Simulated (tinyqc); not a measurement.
Worked calculation: LCCD on RHF in the sto-3g basis, for H6, spin multiplicity 1. One step of it, computed by the program tinyqc.

Question. LCCD: starting amplitudes. t_ij^ab = <ij||ab> / (e_i + e_j - e_a - e_b), whose energy is MP2.

orbital energies (hartree): MO1 -0.621523, MO2 -0.524347, MO3 -0.388773, MO4 0.286333, MO5 0.569920, MO6 0.888832

Two-electron integrals over orbitals (pq|rs), unique and non-zero (hartree):
```
(11|11) 0.402448    (21|21) 0.127016    (22|11) 0.318274    (22|22) 0.373064
(31|11) 0.079095    (31|22) -0.050632   (31|31) 0.122026    (32|21) -0.117559
(32|32) 0.136749    (33|11) 0.368038    (33|22) 0.331813    (33|31) 0.038221
(33|33) 0.367825    (41|21) 0.039238    (41|32) 0.007305    (41|41) 0.081932
(42|11) 0.059925    (42|22) -0.001473   (42|31) 0.051986    (42|33) 0.011797
(42|42) 0.074427    (43|21) 0.065253    (43|32) -0.063825   (43|41) 0.014849
(43|43) 0.082368    (44|11) 0.368314    (44|22) 0.332034    (44|31) 0.035878
(44|33) 0.358766    (44|42) 0.020302    (44|44) 0.372203    (51|11) 0.008135
(51|22) 0.028895    (51|31) -0.024846   (51|33) -0.011786   (51|42) 0.037688
(51|44) -0.003337   (51|51) 0.049936    (52|21) 0.026501    (52|32) 0.004305
(52|41) 0.055626    (52|43) -0.039577   (52|52) 0.089795    (53|11) -0.066515
(53|22) -0.003358   (53|31) -0.055428   (53|33) -0.024024   (53|42) -0.070907
(53|44) -0.019889   (53|51) -0.032804   (53|53) 0.075728    (54|21) 0.118226
(54|32) -0.130992   (54|41) 0.000683    (54|43) 0.065292    (54|52) -0.002276
(54|54) 0.140084    (55|11) 0.332082    (55|22) 0.377356    (55|31) -0.041509
(55|33) 0.342897    (55|42) 0.003033    (55|44) 0.350639    (55|51) 0.028906
(55|53) -0.006094   (55|55) 0.400187    (61|21) 0.001589    (61|32) 0.016566
(61|41) 0.029617    (61|43) 0.050492    (61|52) -0.033037   (61|54) -0.014045
(61|61) 0.068367    (62|11) -0.012654   (62|22) -0.032644   (62|31) 0.022707
(62|33) 0.002527    (62|42) -0.034556   (62|44) 0.004544    (62|51) -0.046294
(62|53) 0.036470    (62|55) -0.032049   (62|62) 0.048318    (63|21) 0.042134
(63|32) -0.000257   (63|41) 0.078478    (63|43) 0.016930    (63|52) 0.055817
(63|54) -0.000538   (63|61) 0.029092    (63|63) 0.083472    (64|11) 0.081202
(64|22) -0.043747   (64|31) 0.117385    (64|33) 0.039834    (64|42) 0.054119
(64|44) 0.040255    (64|51) -0.021991   (64|53) -0.056542   (64|55) -0.044683
(64|62) 0.021919    (64|64) 0.126337    (65|21) -0.130016   (65|32) 0.121817
(65|41) -0.040653   (65|43) -0.069270   (65|52) -0.027682   (65|54) -0.127420
(65|61) -0.002607   (65|63) -0.046518   (65|65) 0.145519    (66|11) 0.427610
(66|22) 0.338555    (66|31) 0.084973    (66|33) 0.393361    (66|42) 0.066119
(66|44) 0.399948    (66|51) 0.009587    (66|53) -0.074411   (66|55) 0.362159
(66|62) -0.014794   (66|64) 0.093098    (66|66) 0.477636
```

Give: Starting amplitudes; correlation energy.

Answer.

Starting amplitudes (spin orbitals 1a, 1b, ...; amplitudes related by a flip of all spins are not repeated; the 24 largest):

| from | to | t |
|---|---|---|
| 3a 3b | 4a 4b | -0.061 |
| 2a 2b | 4a 4b | -0.046 |
| 1a 1b | 4a 4b | -0.045 |
| 2a 2b | 5a 5b | -0.041 |
| 2a 3b | 4a 5b | 0.040 |
| 3a 3b | 5a 5b | -0.039 |
| 1a 3b | 4a 6b | -0.036 |
| 3a 3b | 6a 6b | -0.033 |
| 1a 2b | 4a 5b | -0.028 |
| 2a 3b | 5a 6b | -0.024 |
| 1a 3b | 4b 6a | 0.023 |
| 1a 1b | 6a 6b | -0.023 |
| 2a 3b | 4b 5a | -0.022 |
| 1a 1b | 5a 5b | -0.021 |
| 1a 2b | 4b 5a | 0.019 |
| 1a 2b | 5a 6b | 0.018 |
| 2a 3a | 4a 5a | 0.018 |
| 2a 2b | 6a 6b | -0.017 |
| 2a 2b | 4a 6b | 0.016 |
| 2a 3b | 5b 6a | 0.015 |
| 1a 3b | 5a 5b | 0.015 |
| 1a 3a | 4a 6a | -0.013 |
| 1a 2b | 5b 6a | -0.013 |
| 1a 1b | 4a 6b | -0.012 |

correlation energy = -0.05770 hartree
